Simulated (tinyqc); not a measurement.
# Changing the layer width W

Model: avalanche multiplication and breakdown of a junction from ionisation integrals. Computed by tinyqc, a small Python program. Command: `OMP_NUM_THREADS=1 python tinyqc.py 3013761 3013762 out.jsonl impact sweep`. One thread of a shared host (Intel(R) Xeon(R) Processor @ 2.30GHz), about 0.04 s of CPU time with the checks.

Ionisation coefficients follow the local field. Position x runs through the depletion layer from the p side (x = 0), where electrons enter, to the n side (x = w), where holes enter. The built-in voltage is neglected.

Inputs (values chosen for the exercise, modelled on InP):

| quantity | value | unit |
|---|---|---|
| electron prefactor a_n | 5.68e+06 | 1/cm |
| electron field b_n | 3.06e+06 | V/cm |
| hole prefactor a_p | 1.84e+06 | 1/cm |
| hole field b_p | 2.28e+06 | V/cm |
| exponent c | 1 | - |
| permittivity eps | 12.5 | - |
| bias as a fraction of the breakdown voltage | 0.65 | - |

Junction: p-i-n with uniform field.

Constants: e = 1.602176634e-19 C; eps_0 = 8.8541878128e-12 F/m.

Method:
- alpha_n = a_n exp(-(b_n/F)^c), alpha_p = a_p exp(-(b_p/F)^c).
- Uniform field F = F_m, w = W, V = F_m W.
- With Phi(x) = int_0^x (alpha_n - alpha_p) dx': 1 - 1/M_n = I_n = int_0^w alpha_n exp(-Phi) dx and M_p = M_n exp(-Phi(w)); trapezoid rule on 401 even points; breakdown at I_n = 1.
- Solve I_n(F_m) = 1.
- Bias V = fraction times the breakdown voltage.
- M_n = 1/(1 - I_n), M_p = M_n exp(-Phi(w)); McIntyre excess noise for the carrier with the larger M, F_x = k M + (1 - k)(2 - 1/M), with k = (smaller M - 1)/(larger M - 1).

One run for each value:

| layer width W (micrometre) | breakdown voltage (V) | critical field F_m (MV/cm) | ratio k = alpha_p/alpha_n | M_n |
|---|---|---|---|---|
| 0.062 | 5.5 | 0.8898 | 0.778 | 1.222 |
| 0.110 | 8.2 | 0.7476 | 0.920 | 1.135 |
| 0.210 | 13.3 | 0.6330 | 1.111 | 1.079 |
| 0.400 | 21.9 | 0.5487 | 1.342 | 1.047 |
| 0.740 | 36.0 | 0.4866 | 1.609 | 1.028 |
| 1.400 | 60.9 | 0.4353 | 1.944 | 1.017 |
| 2.600 | 102.6 | 0.3947 | 2.337 | 1.010 |
| 4.800 | 173.4 | 0.3612 | 2.807 | 1.006 |
| 8.900 | 296.1 | 0.3327 | 3.378 | 1.004 |

Describe and explain the trends.

Over the rows, breakdown voltage (V) rises from 5.52 to 296 (exponent d ln y / d ln x 0.70 between the first rows and 0.87 between the last); critical field F_m (MV/cm) falls from 0.890 to 0.333 (exponent d ln y / d ln x -0.30 between the first rows and -0.13 between the last); ratio k = alpha_p/alpha_n rises from 0.778 to 3.38 (exponent d ln y / d ln x about 0.30 throughout). At the high end the exponent of breakdown voltage is 0.87, close to 0.86: the W^(6/7) rule of p-i-n diodes.

Caution (rows 0.0620, 0.110, 0.210): in a layer this thin the dead space before a carrier can ionise, and tunnelling, make the local model unreliable.
